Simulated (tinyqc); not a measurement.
Grain-boundary trapping model (Seto) of a polycrystalline semiconductor film: one step, computed by the program tinyqc.

Grains of equal size L are joined by thin boundaries with one trap level. Trapped carriers deplete a width W on each side and raise a barrier, crossed by thermionic emission. Dopants are fully ionised, statistics are non-degenerate and mu_g does not depend on T.

Question. Critical doping. If all traps fill, the grain is just depleted at N* = Q_t/L, with the barrier e Q_t L/(8 eps eps_0).

Inputs (values chosen for the exercise, modelled on polycrystalline SiGe): permittivity eps = 13.5; grain size L = 15 nm; trap density Q_t = 1.7e+12 1/cm^2.

Grain interior: neglected.

Constants: e = 1.602176634e-19 C; eps_0 = 8.8541878128e-12 F/m; k_B = 8.617333262e-05 eV/K.

Give: N*; barrier at N* with all traps filled.

Answer.

N* = 1.133e+18 1/cm^3

barrier at N* with all traps filled = 0.04272 V
